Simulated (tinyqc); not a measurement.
Mesh and choice of bands: charge neutrality level from zone-averaged pseudopotential bands.

Empirical pseudopotential on the fcc lattice, atoms at +/- tau, tau = a (1,1,1)/8, no spin-orbit coupling. H(G,G') = c (2 pi/a)^2 |k + G|^2 delta + VS(q) cos(q.tau) + i VA(q) sin(q.tau), q = G - G', c = hbar^2/2m0; k and G in units of 2 pi/a; VS at |q|^2 = 3, 8, 11 and VA at 3, 4, 11, in rydberg, zero elsewhere. At each k the basis holds all G with |k + G|^2 up to 16; energies are counted from the fourth level at Gamma.

Mesh: k = sum_i (n_i + 1/2)/N b_i, n_i = 0 ... N - 1, b = (-1,1,1), (1,-1,1), (1,1,-1); points with the same sorted |kx|, |ky|, |kz| after folding to the shortest k + G are joined, with their count as weight. Neutrality (branch-point) level: E_N = (1/2) mean over k of [E5 + (E3 + E4)/2], E_n the n-th level from below.

Constants: hbar^2/2m0 = 3.80998211 eV angstrom^2; Ry = 13.60569312 eV.

Values chosen for the exercise (out of a larger set: classic local form factors of the size used for InP, without spin-orbit coupling; not measured data):
- a = 5.871 angstrom (lattice constant)
- VS = (-0.233, 0.01, 0.059) Ry (symmetric form factors)
- VA = (0.069, 0.051, 0.009) Ry (antisymmetric form factors)

E_N with E5 alone, and with (E5 + E6)/2 in its place.

Results:
```
N  joined points  E_N (eV)  E_N, two conduction bands (eV)
1              1    0.6021                          1.3800
2              2    0.6675                          1.2995
3              6    0.8648                          1.2066
4             10    0.8396                          1.2223
5             19    0.8480                          1.2150
```

What does the comparison show, and why?

For scale, the lowest gap of this set is 1.54 eV. Against N = 5 the errors are -246, -181, +17 and -8 meV for N = 1 to 4 (N = 1 is the L point alone). Taking the second conduction band in moves E_N by +0.37 eV, more than the mesh error at N = 2: the definition, not the mesh, limits the estimate. Local form factors place the indirect gaps only to a few tenths of an eV, and E_N moves with them.

(tinyqc, `OMP_NUM_THREADS=1 python tinyqc.py 1850606 1850607 out.jsonl`, Intel(R) Xeon(R) Processor @ 2.30GHz, 1 thread, shared host, about 0.09 s.)
